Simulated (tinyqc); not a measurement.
Lateral field, substrate current, probability of reaching the oxide barrier and hot-carrier lifetime of a silicon transistor (pseudo-two-dimensional and lucky-electron models): one step, computed by the program tinyqc. Command: `OMP_NUM_THREADS=1 python tinyqc.py 3001760 3001761 out.jsonl hotcar walk`. One thread of a shared host (Intel(R) Xeon(R) Processor @ 2.30GHz), about 0.01 s of CPU time with the checks.

Local-field models: a lucky carrier gains its energy at the peak field over a path free of collisions. Voltages are magnitudes.

Problem. Hot-carrier currents and lifetime. C_ox = 3.9 eps_0/t; F_sat = 2 v_s/mu; V_Dsat = V_ov F_sat L/(V_ov + F_sat L), V_ov = V_G - V_T; I_D/W = C_ox v_s (V_ov - V_Dsat). Scale length l = 0.22 t^(1/3) x_j^(1/2) (all in cm); F_m = sqrt(((V_D - V_Dsat)/l_e)^2 + F_sat^2), with l_e = l + L_n; length of the velocity-saturated region l_e ln((V_D - V_Dsat)/(l_e F_sat) + F_m/F_sat). Substrate current I_sub/I_D = (A_i/B_i)(V_D - V_Dsat) exp(-B_i/F_m); probability of reaching the oxide barrier exp(-phi_b/(e lambda F_m)); lifetime tau = (H/(I_D/W)) exp(phi_it/(e lambda F_m)).

Inputs (values chosen for the exercise, modelled on a silicon p-channel):

| quantity | value | unit |
|---|---|---|
| channel length L | 1800 | nm |
| oxide thickness t | 35 | nm |
| junction depth x_j | 450 | nm |
| mobility mu | 140 | cm^2/(V s) |
| saturation velocity v_s | 0.73 | 1e7 cm/s |
| threshold voltage V_T | 0.57 | V |
| gate voltage V_G | 9.9 | V |
| drain voltage V_D | 19 | V |
| ionisation prefactor A_i | 7.3e+06 | 1/cm |
| ionisation field B_i | 3.68 | MV/cm |
| hot-carrier mean free path lambda | 5.4 | nm |
| oxide barrier phi_b | 4.6 | eV |
| interface-trap threshold phi_it | 4.5 | eV |
| lifetime constant H | 8 | s microampere/micrometre |
| length of the depleted extension L_n | 140 | nm |

Drain: lightly doped extension.

Constants: eps_0 = 8.8541878128e-12 F/m.

Give: I_sub/I_D; substrate current I_sub/W; probability of reaching phi_b; lifetime tau; exponent m = phi_it/(e lambda B_i).

Solution.

I_sub/I_D = 0.001085

substrate current I_sub/W = 0.2420 microampere/micrometre

probability of reaching phi_b = 7.733e-11

lifetime tau = 2.795e+08 s

exponent m = phi_it/(e lambda B_i) = 2.264

Since both exponentials depend on 1/F_m, tau I_D scales about as (I_sub/I_D)^(-m) with m = 2.26, which lets I_sub serve as the monitor. The lifetime is 0.886 times ten years (3.156e8 s).
